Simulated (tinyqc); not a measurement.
# Piezoresistors in the (001) plane of a cubic crystal: effect of the direction of the resistor

Plane stress in crystal axes x = [100], y = [010]. First-order piezoresistance: d rho_xx/rho = p11 sxx + p12 syy, d rho_yy/rho = p12 sxx + p11 syy, d rho_xy/rho = p44 sxy; a resistor along d = (cos th, sin th) changes by dR/R = d.(d rho/rho).d. Changes of geometry and second-order terms are left out.

For uniaxial stress along or across the current: pL = p11 - (A/2) sin^2(2 th), pT = p12 + (A/2) sin^2(2 th), A = p11 - p12 - p44. dR/R is for the given stress.

Inputs (values chosen for the exercise); coefficients close to those of lightly doped p-type silicon:
```
symbol  value        unit                     meaning
p11      6.96  x 1e-11/Pa  piezoresistive coefficient
p12     -1.17  x 1e-11/Pa  piezoresistive coefficient
p44       141  x 1e-11/Pa  piezoresistive coefficient
Sx        206         MPa                  stress sxx
Sy        122         MPa                  stress syy
St        -17         MPa            shear stress sxy
```

Result of one run:

| th (deg) | pL (1e-11/Pa) | pT (1e-11/Pa) | pL - pT (1e-11/Pa) | dR/R (%) |
|---|---|---|---|---|
| 60 | 56.786 | -50.996 | 107.78 | -1.2970 |

What becomes of these results when the angle of the current from [100] th is changed from 60 to 10 deg, all else the same?

Result of the changed run:

| th (deg) | pL (1e-11/Pa) | pT (1e-11/Pa) | pL - pT (1e-11/Pa) | dR/R (%) |
|---|---|---|---|---|
| 10 | 14.731 | -8.9414 | 23.673 | 0.45061 |

The whole series:

| th (deg) | pL (1e-11/Pa) | pT (1e-11/Pa) | pL - pT (1e-11/Pa) | dR/R (%) |
|---|---|---|---|---|
| 0 | 6.9600 | -1.1700 | 8.1300 | 1.2910 |
| 10 | 14.731 | -8.9414 | 23.673 | 0.45061 |
| 20 | 34.409 | -28.619 | 63.029 | -0.32963 |
| 30 | 56.786 | -50.996 | 107.78 | -0.95557 |
| 45 | 73.395 | -67.605 | 141.00 | -1.4474 |
| 60 | 56.786 | -50.996 | 107.78 | -1.2970 |
| 75 | 23.569 | -17.779 | 41.347 | -0.54465 |
| 90 | 6.9600 | -1.1700 | 8.1300 | 0.60810 |

The sum pL + pT = p11 + p12 = 5.79 holds in every row. |pL - pT|, which sets the output of a bridge under uniaxial stress, is largest at 45 degrees (141) and is 8.13 at 0 degrees. The change dR/R goes from 1.29 through a minimum of -1.45 (at th = 45 deg among the rows listed) to 0.608 %.

Numbers from tinyqc (`OMP_NUM_THREADS=1 python tinyqc.py 2530036 2530037 out.jsonl`; about 0.01 s on one thread of a shared Intel Xeon 2.30GHz).
